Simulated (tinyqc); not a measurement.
# Slope factor and drain-induced lowering from three currents

Problem. With source and body at 0 V, I = A exp((Vg + dd Vd)/(nf Vt)) (1 - exp(-Vd/Vt)). Find nf, the swing nf Vt ln 10 and dd.

Parameters, values chosen for the exercise:

| symbol | value | unit | meaning |
|---|---|---|---|
| T | 330 | K | temperature |

Constants: q = 1.602176634e-19 C, kB = 1.380649e-23 J/K, Vt = kB T/q. Results are converted to the units shown.

currents at (Vg, Vd) = (0, 0.05), (0, 1.2) and (0.08, 1.2) V (nA/um): 0.034973464  0.40682661  3.8620766

Answer. The pair at equal Vd gives nf; the pair at equal Vg, after dividing out the factors 1 - exp(-Vd/Vt), gives dd.

nf = 1.25
swing = 81.8 mV/decade
dd = 0.0700

tinyqc, about 0.03 s, one thread, Intel Xeon 2.30GHz (shared host): `OMP_NUM_THREADS=1 python tinyqc.py 2242022 2242023 out.jsonl`
